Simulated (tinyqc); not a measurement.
Stress in a transistor channel from embedded alloy regions, liners and fins, by half-space elasticity: one step, computed by the program tinyqc.

Plane strain in an isotropic half-space, the same constants everywhere; x along the channel from its centre, y downwards from the free surface; stress is positive in tension.

Task: Mobility change, linear estimate. d mu/mu = -(pi_L s_xx + pi_z s_yy) for the embedded regions alone; the stress across the width is left out.

Inputs (values chosen for the exercise, modelled on silicon): longitudinal piezoresistance coefficient = 71.3 1e-11/Pa; vertical piezoresistance coefficient = -0.94 1e-11/Pa.

Stressor: Si(1-x)Ge(x) source and drain.

s_xx = -992.7631 MPa

s_yy = -0.5131647 MPa

Give: mobility change.

Result:

mobility change = 70.78 %

The vertical stress supplies -4.8e-4 of these points. Caution: beyond a few hundred MPa bulk piezoresistance coefficients no longer describe an inversion layer well.
